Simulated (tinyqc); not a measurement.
Minority carriers and saturation current of a heavily doped emitter: one step of the calculation.

n-type, parabolic bands, full ionisation. eta = (EF - Ec)/kB T solves N = Nc F12(eta), F12(x) = (2/sqrt(pi)) int_0^infinity sqrt(u)/(1 + exp(u - x)) du. The gap shrinks rigidly by dEg = E1 [ln(N/N0) + sqrt(ln^2(N/N0) + 0.5)], an empirical law that is here taken as the true narrowing.

Problem. Effective intrinsic density. ni = sqrt(Nc Nv) exp(-Eg/(2 Vt)), Eg in volts; degeneracy factor g = F12(eta) exp(-eta); nie^2 = ni^2 exp(dEg/kB T) g, p0 = nie^2/N; apparent narrowing dEg + kB T ln g.

Parameters, values chosen for the exercise; band and dielectric values close to those of silicon:
- T = 400 K (temperature)
- Eg = 1.13 eV (band gap)
- Nc = 4.26e19 cm^-3 (conduction-band density of states at 400 K)
- Nv = 4.13e19 cm^-3 (valence-band density of states at 400 K)
- N = 7.2e19 cm^-3 (ionised donor density)
- E1 = 9.3 meV (energy of the narrowing law)
- N0 = 1.7e17 cm^-3 (density of the narrowing law)

Constants: q = 1.602176634e-19 C, kB = 1.380649e-23 J/K, Vt = kB T/q. Results are converted to the units shown.

converged eta = 1.1089083

Find: ni; dEg; g; apparent narrowing; nie; p0.

Solution.

ni = 3.1915e12 cm^-3
dEg = 112.89 meV
g = 0.55761
apparent narrowing = 92.754 meV
nie = 1.2255e13 cm^-3
p0 = 2.0859e6 cm^-3

Narrowing multiplies p0 by 26.4 and degeneracy by 0.558.

Range of the model: Band tails, non-parabolic bands and incomplete ionisation are left out.

Computed by the program tinyqc: `OMP_NUM_THREADS=1 python tinyqc.py 2330007 2330008 out.jsonl`, one thread of a shared Intel Xeon 2.30GHz, about 0.01 s for the whole run.
